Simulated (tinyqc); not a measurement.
From results back to parameters: Boltzmann transport in a parabolic band with a power-law relaxation time. Three cases, with inputs chosen for the exercise.

Problem. The Seebeck coefficient and the Hall density nH = n/rH are given; md is hidden (a Pisarenko analysis).

F_j(eta) = (1/Gamma(j + 1)) integral_0^infinity x^j dx/(1 + exp(x - eta)), which tends to exp(eta) for eta << 0.

n = N F_1/2(eta) with N = 2 (m kB T/(4 pi c))^(3/2) with c = hbar^2/2m0, in 1/angstrom^3; times 1e24 for 1/cm^3, m = md.

tau = tau0 x^r with x = E/kT. With K_j = Gamma(j + 1) F_j(eta): <tau> = tau0 (r + 3/2) K_(r+1/2)/((3/2) K_(1/2)); mu = <tau>/(mc m0/e), m0/e = 5.685630e-12 kg/C; Hall factor rH = (3/2) K_(1/2) (2r + 3/2) K_(2r+1/2)/((r + 3/2) K_(r+1/2))^2; Seebeck S = -(kB/e) [(r + 5/2) K_(r+3/2)/((r + 3/2) K_(r+1/2)) - eta]; Lorenz number L = (kB/e)^2 [(r + 7/2) K_(r+5/2)/((r + 3/2) K_(r+1/2)) - ((r + 5/2) K_(r+3/2)/((r + 3/2) K_(r+1/2)))^2]; kB/e in V/K. Valley anisotropy is left out of rH.

Constants: hbar^2/2m0 = 3.80998211 eV angstrom^2; kB = 8.617333262e-05 eV/K.

Find: eta; rH; n; md.

Method. S depends on eta alone and |S| falls steadily with it; eta gives rH and so n, and N = n/F_1/2(eta) gives md from N proportional to md^(3/2).

Case 1.

Values chosen (out of a larger set: masses near those of GaAs; tau0 is set for a mobility of the usual size at this n, kL is a free input; freeze-out and phonon drag, which matter near 77 K, are left out; not measured data): r = 0 (exponent of tau); T = 77 K.

S = -701.932 microvolt/K
nH = 2.0000e+14 1/cm^3

Solution.

eta = -5.64
rH = 1.000
n = 2.0e+14 1/cm^3
md = 0.067 m0

Case 2.

Values chosen (out of a larger set: masses near those of SiC; tau0 is set for a mobility of the usual size at this n, kL is a free input; freeze-out and phonon drag, which matter near 77 K, are left out; not measured data): r = 1.5 (exponent of tau); T = 300 K.

S = -127.866 microvolt/K
nH = 1.7291e+20 1/cm^3

Solution.

eta = 5.86
rH = 1.157
n = 2.0e+20 1/cm^3
md = 0.804 m0

Case 3.

Values chosen (out of a larger set: masses near those of GaAs; tau0 is set for a mobility of the usual size at this n, kL is a free input; freeze-out and phonon drag, which matter near 77 K, are left out; not measured data): r = 0 (exponent of tau); T = 300 K.

S = -113.942 microvolt/K
nH = 2.0000e+18 1/cm^3

Solution.

eta = 3.06
rH = 1.000
n = 2.0e+18 1/cm^3
md = 0.067 m0

Computed by tinyqc, one run a case: `OMP_NUM_THREADS=1 python tinyqc.py N N+1 out.jsonl` with N = 1650681, 1650693, 1650714; one thread of a shared Intel(R) Xeon(R) Processor @ 2.30GHz, about 0.01 s a run at most.
